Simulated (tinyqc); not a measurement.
# Donor in an ellipsoidal valley (Kohn-Luttinger variational method), step by step

A worked calculation. Computed by tinyqc, a small Python program that keeps every step. Command: `OMP_NUM_THREADS=1 python tinyqc.py 3010297 3010298 out.jsonl kohnlutt walk`. One thread of a shared host (Intel(R) Xeon(R) Processor @ 2.30GHz), about 0.03 s of CPU time with the checks. Intermediate numbers are printed to about 6 digits and carried at full precision; extremes and crossings named in words are read from the listed rows.

H = -(d^2/dx^2 + d^2/dy^2) - gamma d^2/dz^2 - 2/r in units built on m_t, with gamma = m_t/m_l and z along the valley axis. One valley; no valley-orbit or central-cell term.

Inputs (values chosen for the exercise, for a model semiconductor):
```
quantity,value,unit
transverse mass m_t,0.0411,m_0
longitudinal mass m_l,0.723,m_0
dielectric constant eps,14.9,-
trial ratio b/a,0.46,-
observed depth chosen for 1s,5.06,meV
```

Constants: Ry = 13.605693123 eV; a_0 = 0.529177210903 angstrom; h x 1 THz = 4.135667696 meV.

## Effective units

Ry* = Ry m_t/eps^2, a* = a_0 eps/m_t, gamma = m_t/m_l.

Ry* = 2.51878 meV

a* = 191.843 angstrom

gamma = 0.0568465

## Energy at a trial ratio

Trial function exp(-sqrt((x^2 + y^2)/a^2 + z^2/b^2)) with beta = b/a < 1: E = t/a^2 - u/a, t = (2 + gamma/beta^2)/3, u = 2 arcsin(sqrt(1 - beta^2))/sqrt(1 - beta^2); the best a is 2 t/u and E(beta) = -u^2/(4 t).

t = 0.756217

u = 2.46149

best a = 0.614439 a*

E(beta) = -2.00304 Ry*

## Minimum over the ratio

Golden-section search on beta from 0.05 to 0.999, 60 steps.

Search, first ten steps; c and d are the inner points:
```
step,low,high,c,E(c) (Ry*),d,E(d) (Ry*)
1,0.050000,0.999000,0.412486,-2.03271,0.636514,-1.82818
2,0.050000,0.636514,0.274029,-1.96754,0.412486,-2.03271
3,0.274029,0.636514,0.412486,-2.03271,0.498057,-1.97111
4,0.274029,0.498057,0.359600,-2.04380,0.412486,-2.03271
5,0.274029,0.412486,0.326914,-2.03251,0.359600,-2.04380
6,0.326914,0.412486,0.359600,-2.04380,0.379800,-2.04311
7,0.326914,0.379800,0.347115,-2.04151,0.359600,-2.04380
8,0.347115,0.379800,0.359600,-2.04380,0.367316,-2.04414
9,0.359600,0.379800,0.367316,-2.04414,0.372084,-2.04397
10,0.359600,0.372084,0.364369,-2.04410,0.367316,-2.04414
```

best beta = 0.366792

radius a of the 1s trial function = 120.577 angstrom

radius b of the 1s trial function = 44.2267 angstrom

1s binding energy, trial function = 5.14874 meV

The envelope is flattened along the heavy axis; beta is close to gamma^(1/3) = 0.385.

## Levels from a Gaussian basis

Gaussian basis: g = P exp(-al (x^2 + y^2) - be z^2) with P = 1 (s-like), z (2p0) or x (2p+-); al = 0.004 x 2.6^k, k = 0..11, and be/al = 1, gamma^(-1/2) or 1/gamma (36 functions); 1/r = (2/sqrt(pi)) int exp(-t^2 r^2) dt by 48 Gauss-Legendre points after t = sqrt(al_i + al_j) tan(theta); overlap eigenvalues below 1e-10 are dropped.

1s binding energy, Gaussian basis = 5.17490 meV

2p0 binding energy = 2.46583 meV

2p+- binding energy = 0.918949 meV

The two-parameter trial function recovers 99.49 % of the 1s binding of the larger basis. 2p0, with its lobes along the heavy axis, is bound 2.68 times as strongly as 2p+-.

## Optical lines and the chemical shift

With an observed depth of 1s, the lines are 1s -> 2p0 = depth - E(2p0) and 1s -> 2p+- = depth - E(2p+-); the chemical shift is depth - E(1s, Gaussian basis); 1 meV = 1 THz/4.135667696.

line 1s -> 2p0 = 2.59417 meV

line 1s -> 2p+- = 4.14105 meV

chemical shift = -0.114896 meV

frequency of the line 1s -> 2p+- = 1.00130 THz

The spacing of the two lines, 1.547 meV, does not depend on the depth, so it is the same for every donor in this host.

## Which single mass stands for the valley

A hydrogenic level is Ry m/eps^2 for one mass m; errors are against the Gaussian basis.

1s binding energy:
```
rule,mass (m_0),binding (meV),error (%)
transverse mass,0.041100,2.5188,-51.327
conductivity mass 3/(2/m_t + 1/m_l),0.059946,3.6737,-29.008
density-of-states mass (m_t^2 m_l)^(1/3),0.106891,6.5507,26.586
longitudinal mass,0.723000,44.3084,756.219
trial function with a and b,-,5.1487,-0.505
mass that fits 1s,0.084441,5.1749,0.000
```

The conductivity mass, which is what a spherical trial function (a = b) gives, falls short by 29.0 %, as a restricted variational bound must; the density-of-states mass is off by +26.6 %. The mass that fits lies between the two.

## Levels against anisotropy

The trial energy is minimised over beta by golden section from 0.05 to 0.999, 60 steps.

Binding energies (Ry*):
```
gamma,"1s, trial","1s, Gaussians",2p0,2p+-
0.014,2.50682,2.53404,1.49676,0.396785
0.028,2.28807,2.30630,1.23556,0.382847
0.057,2.04318,2.05354,0.97804,0.364763
0.085,1.89854,1.90548,0.84290,0.352771
0.150,1.68766,1.69111,0.66717,0.333379
0.390,1.33146,1.33203,0.42322,0.294631
0.750,1.09777,1.09779,0.29604,0.264181
```

As gamma falls from 0.75 to 0.014, 1s deepens from 1.098 to 2.534 Ry*, on the way from the hydrogen value 1 to the two-dimensional limit 4; 2p+- moves from 0.264 to 0.397 (limits 1/4 and 4/9), while 2p0 climbs from 0.296 to 1.497 and joins 1s as gamma tends to 0.

Checks made by the program: the Gaussian basis at gamma = 1 against 1, 1/4 and 1/4 Ry* (relative difference 3e-05); trial function against Gaussian basis (relative difference 5e-03).
